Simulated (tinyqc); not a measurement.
Non-radiative capture by multiphonon emission, one effective mode: one step, computed by the program tinyqc. Command: `OMP_NUM_THREADS=1 python tinyqc.py 3004182 3004183 out.jsonl capture walk`. One thread of a shared host (Intel(R) Xeon(R) Processor @ 2.30GHz), about 0.01 s of CPU time with the checks.

The initial state (free carrier plus empty centre) lies dE above the final state; both have the same frequency and are displaced by dQ.

Problem. Scaled coefficient, cross-section and lifetime. Sommerfeld factor of a repulsive centre: s(k) = 2 pi nu/(exp(2 pi nu) - 1), nu = sqrt(Ry*/E), Ry* = Ry m/eps^2, averaged over (2/sqrt(pi)) sqrt(x) exp(-x) dx with x = E/k_B T = t^2 (trapezoid, t to 6 in steps of 0.01). C = s C_0; v = sqrt(3 k_B T/m); sigma = C/v; tau = 1/(C N_t).

Inputs (values chosen for the exercise, with mass, screening and phonons like those of InP):
```
quantity                  value   unit
carrier mass m           0.0764    m_0
dielectric constant eps    12.3      -
temperature T               200      K
defect density N_t        1e+13  cm^-3
```

Centre: repulsive.

C_0 = 2.602881e-09 cm^3/s

Constants: Ry = 13.605693123 eV; k_B = 8.617333262e-05 eV/K; k_B = 1.380649e-23 J/K; m_0 = 9.1093837015e-31 kg.

Give: Sommerfeld factor s; capture coefficient C; thermal velocity v; cross-section sigma; capture time.

Solution.

Sommerfeld factor s = 0.11874

capture coefficient C = 3.0907e-10 cm^3/s

thermal velocity v = 3.4501e+07 cm/s

cross-section sigma = 8.9583e-18 cm^2

capture time = 3.2356e-04 s

Caution: the largest term is not the one nearest energy conservation, so C_0 depends strongly on the broadening b.
